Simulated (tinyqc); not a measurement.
Quantum well in an electric field by finite differences, step by step. Values are carried at full precision from step to step, so a last printed digit may differ when a step is redone from the rounded ones.

Finite differences on points z_i at the centres of cells of width h: H_ii = (c/h^2)(1/m_(i-1/2) + 1/m_(i+1/2)) + V_i, H_(i,i+1) = -(c/h^2)/m_(i+1/2), where m_(i+1/2) is the mean of the masses at the two points (the end values are repeated outwards), psi = 0 on the points beyond both ends, c = hbar^2/2m0. The field adds e F (z - z0) with z0 the middle of the structure; 1 kV/cm = 1e-5 eV/angstrom.

Constants: hbar^2/2m0 = 3.80998211 eV angstrom^2.

Inputs chosen for the exercise (near those of a GaAs well in AlGaAs; the results hold for these values, not for the real material):
```
symbol  value                                                        unit      meaning
layers  ((42, 0.324, 0.1002), (84, 0, 0.0671), (42, 0.324, 0.1002))            each layer: thickness in angstrom, band edge in eV, mass in m0
F       75                                                           kV/cm     field along z
h       14                                                           angstrom  cell width of the coarse grid
hf      0.875                                                        angstrom  cell width of the fine grid
```

## The coarse grid

List the points, the potential with the field, and the masses.

Grid:
```
i   z (angstrom)   V (eV)  m (m0)
1            7.0   0.2662  0.1002
2           21.0   0.2767  0.1002
3           35.0   0.2873  0.1002
4           49.0  -0.0262  0.0671
5           63.0  -0.0158  0.0671
6           77.0  -0.0053  0.0671
7           91.0   0.0053  0.0671
8          105.0   0.0158  0.0671
9          119.0   0.0262  0.0671
10         133.0   0.3608  0.1002
11         147.0   0.3713  0.1002
12         161.0   0.3817  0.1002
```

## The tridiagonal Hamiltonian

Form the diagonal and the neighbouring elements; V in the grid already includes the field.

diagonal H_ii (eV): 0.6542  0.6647  0.7136  0.4958  0.5636  0.5741  0.5846  0.5951  0.5483  0.7871  0.7592  0.7697

H_(i,i+1) (eV): -0.1940  -0.1940  -0.2324  -0.2897  -0.2897  -0.2897  -0.2897  -0.2897  -0.2324  -0.1940  -0.1940

## Lowest levels on the coarse grid

Diagonalise the symmetric tridiagonal matrix; give the three lowest levels and the weights u_i^2 (sum 1) of the two lowest.

levels (eV): 0.0353  0.1507  0.3162

weights on the points:
```
             1      2      3      4      5      6      7      8      9     10     11     12
level 1  0.000  0.002  0.019  0.134  0.221  0.242  0.197  0.123  0.054  0.006  0.001  0.000
level 2  0.002  0.010  0.052  0.221  0.142  0.004  0.078  0.235  0.215  0.036  0.005  0.000
```

## Halving the cell width

The same with h, h/2, ..., h/32. The end points move with h, since psi vanishes half a cell beyond the structure. Richardson value (4 E(h/32) - E(h/16))/3.

Convergence:
```
cell (angstrom)  points  E1 (eV)  E2 (eV)  E1 - finest (meV)
14.0000              12  0.03533  0.15073             -4.000
7.0000               24  0.03822  0.16041             -1.110
3.5000               48  0.03905  0.16301             -0.287
1.7500               96  0.03926  0.16370             -0.071
0.8750              192  0.03932  0.16389             -0.015
0.4375              384  0.03933  0.16394              0.000
```

Richardson values of E1, E2 (eV): 0.03934  0.16396

The coarse grid is 4.0 meV too low in E1. The last differences between rows shrink by a factor 3.8 (4 for a pure h^2 error, 2 for one linear in h).

## Positions and dipoles on the fine grid

With h sum psi^2 = 1: <z - z0> of three levels, |z_12| and |z_13|, the mass m1 from 1/m1 = <1|1/m|1>, and f_1j = (m1/c)(E_j - E_1) z_1j^2.

levels (eV): 0.0393  0.1639  0.3422

<z - z0> (angstrom): -5.4  0.5  -6.5

|z_12|, |z_13| (angstrom): 20.89  1.23

m1 = 0.0680 m0

f_12, f_13: 0.970  0.008

Parity is broken, so the 1-3 transition is allowed, with 0.0084 times the strength of 1-2. E2 - E1 = 124.6 meV, a wavelength of 10.0 micrometre (hc = 1239.841984 eV nm). Level 3 lies above the lowest point of the outer barriers, so it is a resonance or a state of the finite grid, and values that rest on it depend on the ends of the grid.

## Checks

- E1 at zero field on the grid h/32 against transfer matrices between the same hard ends, eV: both 0.0414.

Computed by tinyqc, a small Python program: `OMP_NUM_THREADS=1 python tinyqc.py 1281337 1281338 out.jsonl` (the numbers bound the seed that draws the inputs); one thread of a shared host (Intel(R) Xeon(R) Processor @ 2.30GHz), about 0.04 s for the whole set of steps.
